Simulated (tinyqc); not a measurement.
## Density and mobility of a removed layer (differential Hall)

Inverse problem. For layers in parallel the sheet conductance g = 1/Rs and the product g mu_H (mu_H signed, unit Hall factors) are additive. Find the sheet density and mobility of the layer that was removed, and its share of the conductance.

Constants: q = 1.602176634e-19 C. Results are converted to the units shown.

Rs before and after removing the top layer (ohm/square): 8916.4415  12922.379
apparent mobility before and after, signed (cm^2/(V s)): 253.4  210

Solution. The differences give g1 = q n mu and g1 mu = q n mu^2; their ratio is mu and g1^2/(q g1 mu) is n.

sheet density = 6.20e11 cm^-2
mobility = 350 cm^2/(V s)
share of the conductance = 31.0 %

tinyqc, about 0.01 s, one thread, Intel Xeon 2.30GHz (shared host): `OMP_NUM_THREADS=1 python tinyqc.py 2850229 2850230 out.jsonl`
